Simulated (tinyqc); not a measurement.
Physical sputtering: collision-cascade yield, angular dependence, faceting and resputtering in deposition: one step, computed by the program tinyqc.

Ions start collision cascades; atoms that reach the surface with more than U leave. The target is amorphous or fine-grained.

Task: Yield at normal incidence. gamma = 4 M1 M2/(M1 + M2)^2; threshold E_th = 6.7 U/gamma for M1 >= M2, else U (1 + 5.7 M1/M2)/gamma. eps = 0.03255 M2 E/(Z1 Z2 (M1 + M2) z), z = (Z1^(2/3) + Z2^(2/3))^(1/2), E in eV; s_n = 3.441 sqrt(eps) ln(eps + 2.718)/(1 + 6.355 sqrt(eps) + eps (6.882 sqrt(eps) - 1.708)); S_n = 84.78 Z1 Z2 M1 s_n/((M1 + M2) z) in eV angstrom^2; alpha = 0.249 (M2/M1)^0.56 + 0.0035 (M2/M1)^1.5 for M1 <= M2, else 0.0875 (M2/M1)^(-0.15) + 0.165 M2/M1; Y0 = 0.042 Q alpha S_n/U [1 - sqrt(E_th/E)]^2.5 (the electronic-loss factor of the full formula is dropped). Erosion rate = Y0 J/(e N); 1 cm^2 = 1e14 nm^2.

Inputs (values chosen for the exercise, modelled on argon ions on copper): ion Z1 = 18; ion mass M1 = 39.95 u; target Z2 = 29; target mass M2 = 63.55 u; surface binding energy U = 3.49 eV; target density N = 84.9 1/nm^3; fit factor Q = 1.1; ion energy E = 6500 eV; current density J = 0.12 mA/cm^2.

Constants: e = 1.602176634e-19 C.

Give: energy transfer factor gamma; threshold E_th; reduced energy eps; nuclear stopping S_n; alpha; yield Y0; erosion rate.

Result:

energy transfer factor gamma = 0.94801

threshold E_th = 16.873 eV

reduced energy eps = 0.061628

nuclear stopping S_n = 1433.1 eV angstrom^2

alpha = 0.32994

yield Y0 = 5.4924 atoms per ion

erosion rate = 29.072 nm/min

The threshold factor is 0.877; the energy cost is 1180 eV per removed atom, 339 times U.
